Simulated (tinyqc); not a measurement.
Averaged masses of warped heavy- and light-hole bands: sweeps and comparisons. A value that a table varies takes the place of the one given here.

Four-band hole energies E = c k^2 f(u), c = hbar^2/2m0, f = g1 -/+ 2 sqrt(g2^2 + 3 (g3^2 - g2^2) s), s = ux^2 uy^2 + uy^2 uz^2 + uz^2 ux^2 for the unit vector u; minus for heavy, plus for light holes; the mass along u is 1/f.

Grid: n x n midpoints in cos(theta) from 0 to 1 and phi from 0 to pi/2, equal weights. m_d = <f^(-3/2)>^(2/3). Conductivity mass for one scattering time: 1/m_c = <|w|^2 f^(-5/2)>/<f^(-3/2)> with w = grad_k(k^2 f)/(2 k), that is |w|^2 = f^2 + |angular gradient of f|^2/4.

Values chosen for the exercise (out of a larger set: near those of Ge; not measured data): g1 = 13.37 (Luttinger gamma1); g2 = 4.24 (gamma2); g3 = 5.7 (gamma3).

## Ways to average over directions

Heavy and light m_d on grids of growing n, against n = 160; also the three-direction rule <F> = (10 F[100] + 16 F[110] + 9 F[111])/35 and the spherical masses 1/(g1 (1 -/+ mu)), mu = (6 g3 + 4 g2)/(5 g1).

Masses (m0):
```
method,heavy,light,error heavy (%),error light (%)
grid n = 1,0.4975,0.0404,42.36,-4.40
grid n = 2,0.3559,0.0419,1.84,-0.85
grid n = 3,0.3533,0.0421,1.10,-0.39
grid n = 5,0.3506,0.0422,0.32,-0.16
grid n = 10,0.3498,0.0423,0.08,-0.04
grid n = 160,0.3495,0.0423,0.00,0.00
three directions,0.3720,0.0424,6.44,0.34
spherical,0.3187,0.0424,-8.82,0.17
[100] alone,0.2045,0.0458,-41.49,8.21
```

The heavy mass is within 1 % from grid n = 5 on. Three directions err by +6.44 %, the spherical form by -8.82 % and [100] alone by -41.5 %; for light holes the same three err by +0.34, +0.17 and +8.2 %. The power -3/2 weights the heavy directions near [111], which a mean of f misses.

## Cyclotron masses against the field direction

For the central orbit m_cyc is the mean of 1/f(u) over the directions u normal to B (360 points on the circle). B lies in the (1-10) plane at the angle from [001]; 54.7 degrees is [111], 90 is [110].

Masses (m0):
```
angle (degrees),heavy,light
0.0,0.2816,0.0435
15.0,0.2985,0.0431
30.0,0.3414,0.0422
45.0,0.3760,0.0416
54.7,0.3809,0.0415
70.0,0.3771,0.0417
90.0,0.3743,0.0421
```

The heavy mass is smallest at 0 and largest at 54.7 degrees of the angles listed, a spread of 35 %; the light mass varies by 4.9 %. The orbit normal to [001] has s between 0 and 1/4, the orbit normal to [111] has s = 1/4 all round, which gives 1/(g1 - sqrt(g2^2 + 3 g3^2)) = 0.3809. This is the classical limit; low Landau levels of holes depart from it.

## Several materials

The inputs are values chosen for the exercise; n = 40; delta = (g3 - g2)/g1.

Results:
```
case,g1,g2,g3,m_d heavy,m_c heavy,m_d light,delta
A near GaSb,13.34,4.70,6.04,0.489,0.345,0.0410,0.100
B near GaAs,6.97,2.07,2.92,0.609,0.480,0.0822,0.122
C near GaP,4.06,0.49,1.24,0.499,0.440,0.1663,0.185
D near InAs,20.14,8.48,9.21,0.450,0.401,0.0263,0.036
E near InP,5.05,1.59,2.09,0.842,0.709,0.1131,0.099
F near AlAs,3.77,0.82,1.41,0.770,0.640,0.1626,0.156
```

Heavy masses span a factor of 1.9 and light ones 6.3: the coupling to the conduction band adds to g1, 2 g2 and 2 g3 alike, so it cancels for heavy holes and doubles for light ones. The ratio m_c/m_d of the heavy holes is lowest for A (0.71); delta is largest for C; the heavy band feels the warping rather through (g3 - g2)/(g1 - 2 g3), which runs from 0.42 to 1.06 here and is 1.06 for the case with the lowest ratio.

## What each parameter does

n = 40. Each row changes one parameter from the base and keeps the others.

Results:
```
case,m_d heavy (m0),m_c heavy (m0),m_d light (m0),m_c light (m0)
base,0.3495,0.2763,0.0423,0.0421
g1 = 13.771,0.3045,0.2523,0.0416,0.0414
g2 = 4.113,0.3424,0.2645,0.0425,0.0422
g3 = 5.871,0.3885,0.2802,0.0419,0.0417
```

The largest shifts from the base row, up to three for each result and ties (the steps differ in size, so this ranks the rows, not the parameters). m_d heavy (m0): g1 -0.0450, g3 +0.0390, g2 -0.0071. m_c heavy (m0): g1 -0.0239, g2 -0.0118, g3 +0.0039. m_d light (m0): g1 -0.0007, g3 -0.0004, g2 +0.0002. m_c light (m0): g1 -0.0007, g3 -0.0004, g2 +0.0001.

Computed by tinyqc, a small Python program: `OMP_NUM_THREADS=1 python tinyqc.py 1050438 1050439 out.jsonl` (the numbers bound the seed that draws the inputs); one thread of a shared host (Intel(R) Xeon(R) Processor @ 2.30GHz), about 0.01 s for the whole set of steps.
